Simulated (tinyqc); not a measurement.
# Trap density and grain size from the barrier

Question. With all traps filled Vb = q Qt^2/(8 eps0 eps_r N), and in that limit the barrier is largest at N* = Qt/Lg. Find Qt, Lg and the depleted width Qt/N.

Values chosen for this exercise:
```
symbol,value,unit,meaning
eps_r,11.7,,relative permittivity of the semiconductor
```

Constants: q = 1.602176634e-19 C, eps0 = 8.8541878128e-14 F/cm where lengths are in cm. Results are converted to the units shown.

barrier at N = 3.9e18 cm^-3 = 0.075396367 V
doping of the largest barrier = 1.3e18 cm^-3

Solution. The barrier gives Qt, and N* then gives Lg.

Qt = 3.90e12 cm^-2
Lg = 30.0 nm
depleted width = 10.0 nm

tinyqc, about 0.01 s, one thread, Intel Xeon 2.30GHz (shared host): `OMP_NUM_THREADS=1 python tinyqc.py 2610111 2610112 out.jsonl`
